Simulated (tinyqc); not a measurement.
Finnis-Sinclair potential for a bcc metal: fit to cohesion and elasticity, then vacancy, surfaces and structure: one step, computed by the program tinyqc. Command: `OMP_NUM_THREADS=1 python tinyqc.py 3110809 3110810 out.jsonl fsfit walk`. One thread of a shared host (Intel(R) Xeon(R) Processor @ 2.30GHz), about 0.01 s of CPU time with the checks.

E = (1/2) sum V(r) - A sqrt(rho), rho = sum phi(r), phi = (r - d)^2 for r < d, V = (r - c)^2 (c0 + c1 r + c2 r^2) for r < c. In bcc the 8 first neighbours lie at sqrt(3) a/2 and the 6 second at a; both cut-offs lie below the third shell; Omega = a^3/2; E is per atom and z the number of atoms in a shell. The four constants A, c0, c1, c2 are fitted to E_c, zero pressure, B and C12 - C44 alone, so C44 and C11 - C12 are not matched singly; defects are unrelaxed.

Question. Three linear equations for c0, c1, c2. With v_k = (r - c)^2 r^k the rows are (1/2) sum z v_k, (1/2) sum z r v_k' and (1/2) sum z r^2 v_k''. With rho1 = sum z r phi' and rho2 = sum z r^2 phi'' the right-hand sides are: -E_c + A sqrt(rho) (cohesion); A rho1/(2 sqrt(rho)) (zero pressure); 9 B Omega + A [rho2/(2 sqrt(rho)) - rho1^2/(4 rho^(3/2))] with B = (C11 + 2 C12)/3.

Inputs (values chosen for the exercise, modelled on vanadium):
```
quantity             value      unit
lattice constant a    3.04  angstrom
cohesive energy E_c   5.21        eV
target C11             225       GPa
target C12             117       GPa
pair cut-off c/a      1.24         -
```

rho = 13.12758 angstrom^2

A = 2.078264 eV/angstrom

rho1 = -73.31049 angstrom^2

rho2 = 221.7984 angstrom^2

Constants: 1 eV/angstrom^3 = 160.2176634 GPa.

Give: matrix; right-hand side.

Answer.

matrix:
```
                 c0     c1      c2
cohesion        6.8   18.5    50.6
pressure      -37.3  -85.0  -187.8
bulk modulus  110.9  107.6  -157.8
```

right-hand side (eV): 2.3  -21.0  125.6
